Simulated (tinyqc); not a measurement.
Oxide trap near a transistor channel: two-state multiphonon kinetics, telegraph noise and bias instability: one step, computed by the program tinyqc. Command: `OMP_NUM_THREADS=1 python tinyqc.py 3000804 3000805 out.jsonl oxidetrap walk`. One thread of a shared host (Intel(R) Xeon(R) Processor @ 2.30GHz), about 0.01 s of CPU time with the checks.

An n-channel device under positive gate bias. The trap is empty (state 1) or holds an electron (state 2); both states are parabolas of equal curvature, and the electron reservoir is taken at the Fermi level of the channel.

Task: Step height and noise. Charge-sheet step dV = e (t_ox - x)/(eps_ox eps_0 W L); Lorentzian spectrum S(f) = 4 dV^2 tau_0^2/((tau_c + tau_e)(1 + (2 pi f tau_0)^2)); corner 1/(2 pi tau_0); variance dV^2 f_2 (1 - f_2) = dV^2 tau_0/(tau_c + tau_e).

Inputs (values chosen for the exercise, with an insulator like SiO2 on silicon):
```
quantity                         value   unit
insulator constant eps_ox         3.83      -
insulator thickness t_ox           3.3     nm
trap depth x from the interface      1     nm
oxide field F                      6.8  MV/cm
temperature T                      350      K
channel width W                    130     nm
channel length L                    21     nm
frequency f                          1     Hz
```

Parts treated: one trap.

tau_0 = 4.141090e-04 s

capture time tau_c = 0.002587225 s

emission time tau_e = 4.930216e-04 s

Constants: e = 1.602176634e-19 C; eps_0 = 8.8541878128e-12 F/m.

Give: threshold step dV; corner frequency; S(f); root-mean-square noise.

Result:

threshold step dV = 3.9804 mV

corner frequency = 384.33 Hz

S(f) = 3.5282e-09 V^2/Hz

root-mean-square noise = 1.4595 mV

f lies below the corner, on the flat part. Random dopants and current percolation, left out here, spread real steps around this value. Caution: a field 1.5 times as high comes near the usual breakdown field of such an insulator.
